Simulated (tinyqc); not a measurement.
Berg model of reactive sputtering of a nitride or oxide: poisoning, hysteresis and pumping speed. Changing the compound yield Y_c. Computed by tinyqc, a small Python program. Command: `OMP_NUM_THREADS=1 python tinyqc.py 3029859 3029860 out.jsonl berg sweep`. One thread of a shared host (Intel(R) Xeon(R) Processor @ 2.30GHz), about 0.03 s of CPU time with the checks.

A diatomic gas reacts with bare metal on the target and on the collecting surfaces; ions remove metal and compound from the target. theta_t and theta_c are the compound fractions.

Inputs (values chosen for the exercise, close to those used for silicon nitride): ion current density J = 7.6 mA/cm^2; target area A_t = 240 cm^2; collecting area A_c = 2800 cm^2; metal yield Y_m = 0.61; sticking coefficient alpha = 0.42; reactive atoms per metal atom z = 1.33; gas mass M = 28 u; pumping speed S = 95 l/s; gas temperature T = 300 K; reactive partial pressure P = 0.011 Pa.

Constants: e = 1.602176634e-19 C; u = 1.6605390666e-27 kg; k_B = 1.380649e-23 J/K.

Method. Ion flux j = J/e; gas flux F = P/sqrt(2 pi M k_B T). Target: (2/z) alpha F (1 - theta_t) = j Y_c theta_t. Sputtered flows F_c = j Y_c theta_t A_t, F_m = j Y_m (1 - theta_t) A_t. Collector: (2/z) alpha F (1 - theta_c) A_c + F_c (1 - theta_c) = F_m theta_c. Gas use Q = alpha F [(1 - theta_t) A_t + (1 - theta_c) A_c] + P S/(k_B T); 1 sccm = 4.4780e17 molecules/s. Rate R = F_m + F_c, given relative to j Y_m A_t. P is a single-valued function of the flow Q only if dQ/dP > 0 everywhere: S must exceed k_B T times the steepest fall of the surface terms with P.

One run for each value; columns: (1) compound yield Y_c; (2) critical pumping speed (l/s); (3) rate relative to clean metal; (4) theta_t; (5) pressure of the steepest fall (Pa):
```
(1)       (2)      (3)      (4)       (5)
0.018  1012.2  0.06930  0.95900  0.001507
0.028   883.5  0.10539  0.93764  0.001928
0.043   748.1  0.15662  0.90734  0.002471
0.066   605.6  0.22905  0.86449  0.003204
0.100   464.4  0.32440  0.80808  0.004195
0.160   307.4  0.46544  0.72463  0.005894
0.240   180.9  0.61366  0.63693  0.008366
0.370    66.3  0.79059  0.53226  0.014113
```

Describe and explain the trends.

Over the rows, critical pumping speed (l/s) falls from 1010 to 66.3 (exponent d ln y / d ln x -0.31 between the first rows and -2.3 between the last); rate relative to clean metal rises from 0.0693 to 0.791 (exponent d ln y / d ln x 0.95 between the first rows and 0.59 between the last); theta_t falls from 0.959 to 0.532 (exponent d ln y / d ln x -0.051 between the first rows and -0.41 between the last). The closer Y_c comes to Y_m, the less poisoning changes the metal supply.

Caution (rows 0.0430, 0.0660, 0.100, 0.160, 0.240): here dQ/dP is negative, a branch that flow control cannot hold.
